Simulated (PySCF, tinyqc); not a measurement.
MP2 on RHF in the sto-6g basis, for BeH+, spin multiplicity 1, step by step. The lowest restricted solution is unstable here: a spin-polarised one lies 0.0042 hartree lower (PySCF). One step of it, computed by the program tinyqc.

Task: Second-order Moller-Plesset energy. E2 = sum_ijab (ia|jb) [2 (ia|jb) - (ib|ja)] / (e_i + e_j - e_a - e_b) over occupied i, j and virtual a, b; the opposite-spin part is (ia|jb)^2 / denominator, the rest is same-spin, and SCS-MP2 scales them by 6/5 and 1/3.

orbital energies (hartree): MO1 -5.063305, MO2 -0.655036, MO3 -0.254266, MO4 -0.128905, MO5 -0.128905, MO6 0.113708

Two-electron integrals over orbitals (pq|rs), unique and non-zero (hartree):
```
p,q,r,s,(pq|rs)
1,1,1,1,2.284578
2,1,1,1,-0.172695
2,1,2,1,0.022235
2,2,1,1,0.455158
2,2,2,1,-0.000846
2,2,2,2,0.463467
3,1,1,1,-0.176498
3,1,2,1,0.018654
3,1,2,2,-0.014283
3,1,3,1,0.027939
3,2,1,1,0.076508
3,2,2,1,-0.005914
3,2,2,2,-0.066193
3,2,3,1,0.001456
3,2,3,2,0.059190
3,3,1,1,0.532984
3,3,2,1,-0.011195
3,3,2,2,0.324862
3,3,3,1,0.002473
3,3,3,2,0.033899
3,3,3,3,0.433009
4,1,4,1,0.015877
4,2,4,1,0.013894
4,2,4,2,0.044854
4,3,4,1,0.013773
4,3,4,2,0.034192
4,3,4,3,0.049038
4,4,1,1,0.570110
4,4,2,1,-0.005684
4,4,2,2,0.349100
4,4,3,1,-0.005760
4,4,3,2,0.038388
4,4,3,3,0.385522
4,4,4,4,0.450117
5,1,5,1,0.015877
5,2,5,1,0.013894
5,2,5,2,0.044854
5,3,5,1,0.013773
5,3,5,2,0.034192
5,3,5,3,0.049038
5,4,5,4,0.024258
5,5,1,1,0.570110
5,5,2,1,-0.005684
5,5,2,2,0.349100
5,5,3,1,-0.005760
5,5,3,2,0.038388
5,5,3,3,0.385522
5,5,4,4,0.401601
5,5,5,5,0.450117
6,1,1,1,0.089884
6,1,2,1,-0.014908
6,1,2,2,-0.008756
6,1,3,1,-0.003375
6,1,3,2,0.007948
6,1,3,3,0.015451
6,1,4,4,0.002135
6,1,5,5,0.002135
6,1,6,1,0.016825
6,2,1,1,-0.138128
6,2,2,1,0.001532
6,2,2,2,0.024338
6,2,3,1,0.008580
6,2,3,2,-0.055351
6,2,3,3,-0.013310
6,2,4,4,-0.069465
6,2,5,5,-0.069465
6,2,6,1,0.004551
6,2,6,2,0.120200
6,3,1,1,0.070375
6,3,2,1,-0.002861
6,3,2,2,-0.056998
6,3,3,1,0.005357
6,3,3,2,0.054564
6,3,3,3,0.052543
6,3,4,4,0.034109
6,3,5,5,0.034109
6,3,6,1,0.007201
6,3,6,2,-0.059680
6,3,6,3,0.070816
6,4,4,1,-0.007401
6,4,4,2,-0.026093
6,4,4,3,-0.008723
6,4,6,4,0.022867
6,5,5,1,-0.007401
6,5,5,2,-0.026093
6,5,5,3,-0.008723
6,5,6,5,0.022867
6,6,1,1,0.485610
6,6,2,1,-0.001572
6,6,2,2,0.469359
6,6,3,1,-0.012966
6,6,3,2,-0.069386
6,6,3,3,0.352515
6,6,4,4,0.352978
6,6,5,5,0.352978
6,6,6,1,-0.007175
6,6,6,2,0.050364
6,6,6,3,-0.060022
6,6,6,6,0.506039
```

Hartree-Fock energy = -14.77306366 hartree

Give: Terms; Pair energies; MP2 correlation energy; SCS-MP2 correlation energy; MP2 total energy.

Result:

Terms:
```
i,j,a,b,(ia|jb),(ib|ja),denominator,term
2,2,6,6,0.1202,0.1202,-1.5375,-0.0094
2,2,3,3,0.0592,0.0592,-0.8015,-0.0044
2,2,6,3,-0.0554,-0.0554,-1.1695,-0.0026
2,2,3,6,-0.0554,-0.0554,-1.1695,-0.0026
2,2,4,4,0.0449,0.0449,-1.0523,-0.0019
2,2,5,5,0.0449,0.0449,-1.0523,-0.0019
1,1,3,3,0.0279,0.0279,-9.6181,-8.12e-05
2,1,4,4,0.0139,0.0139,-5.4605,-3.53e-05
2,1,5,5,0.0139,0.0139,-5.4605,-3.53e-05
1,2,4,4,0.0139,0.0139,-5.4605,-3.53e-05
1,2,5,5,0.0139,0.0139,-5.4605,-3.53e-05
1,1,6,6,0.0168,0.0168,-10.3540,-2.73e-05
1,1,4,4,0.0159,0.0159,-9.8688,-2.55e-05
1,1,5,5,0.0159,0.0159,-9.8688,-2.55e-05
2,1,6,3,0.0086,0.0079,-5.5778,-1.42e-05
1,2,3,6,0.0086,0.0079,-5.5778,-1.42e-05
1,2,6,3,0.0079,0.0086,-5.5778,-1.04e-05
2,1,3,6,0.0079,0.0086,-5.5778,-1.04e-05
1,2,6,6,0.0046,0.0046,-5.9458,-3.48e-06
2,1,6,6,0.0046,0.0046,-5.9458,-3.48e-06
1,1,6,3,-0.0034,-0.0034,-9.9861,-1.14e-06
1,1,3,6,-0.0034,-0.0034,-9.9861,-1.14e-06
1,2,3,3,0.0015,0.0015,-5.2098,-4.07e-07
2,1,3,3,0.0015,0.0015,-5.2098,-4.07e-07
```

Pair energies (hartree; pair i-j sums ij and ji):
```
pair,opposite spin,same spin
1-1,-1.62e-04,0
2-1,-1.98e-04,-1.43e-07
2-2,-0.0228,0
```

MP2 correlation energy = -0.023191 hartree

SCS-MP2 correlation energy = -0.027830 hartree

MP2 total energy = -14.796255 hartree
